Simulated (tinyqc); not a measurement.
On-chip interconnect, size-dependent resistivity and RC delay: delay against the space to the neighbouring lines.

A rectangular line between two neighbours and two ground planes. Surface and grain-boundary scattering are added to the bulk resistivity as corrections; capacitances are parallel-plate values without fringing; inductance is ignored.

Metal width x = wd - 2 tl, height y = AR wd - tl; grain boundaries (Mayadas-Shatzkes): al = (lam/(gr x)) Rg/(1 - Rg), g = 1/[1 - 3 al/2 + 3 al^2 - 3 al^3 ln(1 + 1/al)] - 1; surfaces (Fuchs-Sondheimer, thick limit): s = (3/8) lam (1 - ps)(1/x + 1/y); rho = rho0 (1 + g + s); r = rho/(x y); c = eps0 ek (2 wd/hd + 2 Mf AR wd/sp). Elmore delay tE = Rd (c Lw + Cl) + r Lw (c Lw/2 + Cl); t50 is the time at which the far end of a ladder of 30 pi sections (half capacitances at both ends, Cl at the far end, a step applied through Rd) reaches half the step; line share r Lw/(Rd + r Lw); estimate 0.69 Rd (c Lw + Cl) + 0.38 r c Lw^2 + 0.69 r Lw Cl.

Inputs (values chosen for the exercise); metal values close to those of copper: bulk resistivity rho0 = 1.65 uohm cm; bulk mean free path lam = 39.8 nm; specular share of surface scattering ps = 0.2; reflection coefficient of grain boundaries Rg = 0.23; grain size over the metal width gr = 1; drawn line width wd = 46 nm; aspect ratio, height over width AR = 1.6; liner on both walls and the bottom, not conducting tl = 2.5 nm; dielectric height to the planes above and below hd = 86 nm; relative permittivity of the dielectric ek = 3; Miller factor of the neighbours Mf = 2; line length Lw = 7.5 um; driver resistance Rd = 7100 ohm; load capacitance Cl = 0.077 fF.

Constants: eps0 = 8.8541878128e-12 F/m. Results are converted to the units shown.

The same in every row: rho (uohm cm) = 3.088; r (ohm/um) = 10.59; line share of the resistance (%) = 1.107.

Delay against the space to the neighbouring lines:
```
sp (nm)  c (fF/um)  tE (ps)  t50 (ps)  estimate (ps)
23          0.3684    20.28     14.07          14.00
32          0.2728    15.16     10.52          10.47
44          0.2061    11.59     8.041          8.002
62          0.1545    8.828     6.125          6.095
86          0.1193    6.944     4.817          4.794
120        0.09358    5.564     3.860          3.841
170        0.07442    4.538     3.148          3.133
230        0.06242    3.895     2.702          2.689
```

Read the table: what changes, and by how much?

As sp goes from 23 to 230, r stays at 10.6 ohm/um, c falls from 0.368 to 0.0624 fF/um and t50 falls from 14.1 to 2.70 ps. t50/tE stays at 0.694, and the estimate is within 0.50 % of t50.

Numbers from tinyqc (`OMP_NUM_THREADS=1 python tinyqc.py 2100004 2100005 out.jsonl`; about 0.01 s on one thread of a shared Intel Xeon 2.30GHz).
